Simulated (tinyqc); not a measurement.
## Ideality, saturation current and resistance from three points

Problem. Well above the saturation current a diode obeys V = n Vt ln(I/I0) + I Rs. Find n, Rs and I0.

Parameters, values chosen for the exercise: temperature T = 300 K.

Constants: q = 1.602176634e-19 C, kB = 1.380649e-23 J/K, Vt = kB T/q. Results are converted to the units shown.

currents (A): [1e-6, 0.0001, 0.006]
voltages (V): [0.40820486, 0.53221530, 0.72383771]

Answer. V is linear in the three unknowns n Vt, Rs and -n Vt ln I0, so three points give a linear system.

n = 1.03
Rs = 14.0 ohm
I0 = 2.20e-13 A

Computed by the program tinyqc: `OMP_NUM_THREADS=1 python tinyqc.py 2260036 2260037 out.jsonl`, one thread of a shared Intel Xeon 2.30GHz, about 0.01 s for the whole run.
